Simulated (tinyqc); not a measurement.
# Read current of a NAND string, cells in series solved by shooting, step by step

Computed by the program tinyqc: `OMP_NUM_THREADS=1 python tinyqc.py 2142247 2142248 out.jsonl`, one thread of a shared Intel Xeon 2.30GHz, about 0.5 s for the whole run. Printed values are rounded.

Cells in series, numbered from 0 at the source line (0 V) to the bit line, each followed by a gap resistance Rg. A cell with gate Vg, threshold VT, source Vs and drain Vd passes I = 2 nf K Vt^2 [F(Vs) - F(Vd)]/(1 + th max(Vg - VT, 0)), F(V) = ln^2(1 + exp((Vg - VT - nf V)/(2 nf Vt))). The selected cell has Vg = Vr, the others Vg = Vp.

Parameters, values chosen for the exercise; values of the order met in vertical NAND strings:
```
symbol,value,unit,meaning
T,358,K,temperature
K,25,uA/V^2,gain factor of a cell
nf,1.5,,slope factor
th,0.16,1/V,mobility reduction factor
Rg,4.4,kohm,resistance of the gap between cells
Vbl,0.5,V,bit-line voltage
Vp,7.2,V,pass voltage
Vr,2.83,V,read voltage on the selected word line
```

Constants: q = 1.602176634e-19 C, kB = 1.380649e-23 J/K, Vt = kB T/q. Results are converted to the units shown.

## Step 1: node voltages for a trial current

first trial current = 1.8 uA
thresholds from the source end, cell 0 to 5 (V): 3.4  1.5  3.4  3.4  3.4  -2.4

For a trial current I start at 0 V and, cell by cell (the selected one is cell 1), solve for the drain: sqrt(F(Vd)) = sqrt(F(Vs) - I/k), k = 2 nf K Vt^2/(1 + th max(Vg - VT, 0)), Vd = [Vg - VT - 2 nf Vt ln(exp(sqrt F) - 1)]/nf, then add I Rg.

node voltage after each cell and gap, trial 1, cell 0 to 5 (V): 0.0385728  0.118163  0.158255  0.198898  0.240119  0.267832

## Step 2: node voltages for a trial current

second trial current = 2.8 uA

As before.

node voltage after each cell and gap, trial 2, cell 0 to 5 (V): 0.0601655  0.190473  0.254613  0.320245  0.387499  0.431395

## Course of the secant iteration

Secant steps on the end voltage less Vbl, from the two trials; a trial above the saturation current of a cell has no solution and is moved halfway to the previous trial. Stop below 1e-9 V.

Course of the iteration:
```
iteration   I (uA)  end voltage - Vbl (V)  halvings
1          3.21944                4.12e-3         0
2          3.19570               -7.43e-5         0
3          3.19612               -8.09e-8         0
4          3.19612               1.59e-12         0
```

Converged in 4 iterations to I = 3.1961 uA. The selected cell takes 27.6 % of the bit-line voltage and the gaps together 16.9 %.
